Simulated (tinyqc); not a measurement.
Worked calculation: free-carrier optics of a doped semiconductor (Drude model with one polar phonon). Values are carried at full precision from step to step, so a last printed digit may differ when a step is redone from the rounded ones.

eps(E) = ei [1 - Ep^2/(E^2 + i E Gam)] + (es - ei) wT^2/(wT^2 - E^2 - i E gT), with Ep^2 = 8 pi c (e^2/(4 pi eps0)) N/(m ei), c = hbar^2/2m0, N in 1/angstrom^3 (1e-24 per 1/cm^3); Gam = hbar/tau, tau = mu m m0/e with m0/e = 5.685630e-12 kg/C and mu in m^2/(V s). Energies in meV.

Constants: hbar^2/2m0 = 3.80998211 eV angstrom^2; e^2/(4 pi eps0) = 14.39964547 eV angstrom; hbar = 6.58211957e-16 eV s; hbar c = 1973.269805 eV angstrom.

Values chosen for the exercise (mass and dielectric values near those of InAs; N and mu are free inputs; interband absorption and the rise of the mass with filling are left out; not measured data):
```
symbol  value    unit        meaning
N       1.4e+17  1/cm^3      carrier density
m       0.0273   m0          conductivity mass
mu      25000    cm^2/(V s)  mobility
ei      12.42                high-frequency dielectric constant
wT      26.5     meV         TO phonon
es      15.22                static dielectric constant
gT      0.7      meV         phonon damping
E       13.4     meV         photon energy
```

## Plasma energy and damping

Evaluate Ep, tau, Gam, the plasma wavelength hc/Ep (hc = 1239.841984 eV nm) and the dc resistivity 1/(e N mu), e = 1.602176634e-19 C.

Ep = 23.8605 meV
tau = 388.04 fs
Gam = 1.6962 meV
plasma wavelength = 51.96 micrometre
rho = 0.00178 ohm cm

Ep/Gam = 14.07: the plasma edge is sharp.

## Dielectric function at one energy

Insert the numbers.

free-carrier term = -38.7585+4.9062i
eps = -22.5778+4.9737i

## Optical constants

n + i k = sqrt(eps1 + i eps2) with k >= 0; R = ((n - 1)^2 + k^2)/((n + 1)^2 + k^2) at normal incidence from vacuum; alpha = 2 E k/(hbar c), times 1e8 for 1/cm; loss function Im(-1/eps) = eps2/(eps1^2 + eps2^2).

Convert eps at the photon energy E (in meV) into the optical constants.

n = 0.5203
k = 4.7800
R = 0.9173
alpha = 6.49e+03 1/cm

Light of this energy penetrates 1/alpha = 1.54 micrometre.

## Coupled plasmon-phonon modes

Without damping eps = 0 gives E^4 - (wL^2 + Ep^2) E^2 + Ep^2 wT^2 = 0 with wL = wT sqrt(es/ei) (Lyddane-Sachs-Teller).

wL = 29.34 meV

L-, L+ (meV): 19.53  32.38

L+ lies 3.05 meV above the larger of wL and Ep; L- lies below wT by 6.97 meV.

## Checks

- Integral of E eps2 of the free-carrier term against (pi/2) ei Ep^2 (meV^2): both 11107.

tinyqc: `OMP_NUM_THREADS=1 python tinyqc.py 1652322 1652323 out.jsonl`; about 0.01 s, one thread, shared Intel(R) Xeon(R) Processor @ 2.30GHz.
